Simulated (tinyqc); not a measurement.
# Worked calculation: resistance of a tapered via with liner, size effect and interface

Numbers from tinyqc (`OMP_NUM_THREADS=1 python tinyqc.py 2750096 2750097 out.jsonl`; about 0.01 s on one thread of a shared Intel Xeon 2.30GHz). Printed values are rounded.

A round via whose diameter grows from db at the bottom as D(z) = db + 2 z/tan(ang). The fill, of diameter D - 2 tl, starts above the bottom liner (thickness fb tl) and has rho = rho0 (1 + ks lam/(D - 2 tl)); the sidewall liner conducts in parallel with it. The bottom liner and the interface are crossed over the full area pi db^2/4. Spreading in the lines above and below is left out.

Inputs (values chosen for the exercise); fill metal close to copper:
- db = 10 nm (diameter at the bottom)
- hv = 25 nm (height)
- ang = 89 degrees (sidewall angle)
- rho0 = 1.71 uohm cm (bulk resistivity of the fill)
- lam = 38.7 nm (mean free path of the fill)
- ks = 1.2 (size-effect factor)
- tl = 2 nm (liner on the sidewall)
- fb = 0.7 (liner at the bottom over that on the sidewall)
- rl = 580 uohm cm (resistivity of the liner)
- ri = 1.2e-12 ohm cm^2 (interface resistivity at the bottom)
- Sb = 1.1e15 S/m^2 (ballistic conductance per area, about 3/(4 rho0 lam))

## Slices of the via

Slices between z0 = fb tl and hv, evaluated at their midpoints: conductance per length pi/4 [(D - 2 tl)^2/rho + (D^2 - (D - 2 tl)^2)/rl], slice resistance = slice height over that. 9 slices.

| slice | z (nm) | D (nm) | rho (uohm cm) | slice resistance (ohm) |
|---|---|---|---|---|
| 0 | 2.711111 | 10.09465 | 14.73986 | 12.68670 |
| 1 | 5.333333 | 10.18619 | 14.54705 | 12.16906 |
| 2 | 7.955556 | 10.27773 | 14.35986 | 11.67946 |
| 3 | 10.57778 | 10.36927 | 14.17805 | 11.21603 |
| 4 | 13.2 | 10.46081 | 14.00139 | 10.77706 |
| 5 | 15.82222 | 10.55236 | 13.82967 | 10.36096 |
| 6 | 18.44444 | 10.64390 | 13.66268 | 9.966245 |
| 7 | 21.06667 | 10.73544 | 13.50023 | 9.591570 |
| 8 | 23.68889 | 10.82698 | 13.34214 | 9.235678 |

## Total resistance

R_fill = sum of the slices; R_bottom = rl fb tl/(pi db^2/4); R_interface = ri/(pi db^2/4); ballistic (Sharvin) limit 1/(Sb pi (db - 2 tl)^2/4); ideal cylinder rho0 hv/(pi db^2/4).

parts (ohm): fill 97.68276, bottom liner 103.3871, interface 1.527887
R = 202.5977 ohm
shares (%): fill 48.21514, bottom liner 51.03071, interface 0.75415
ballistic limit = 32.15251 ohm
ideal cylinder = 5.443099 ohm

The bottom liner is the largest part, and R is 37.2 times the ideal cylinder. With 2000 slices R = 202.61 ohm.
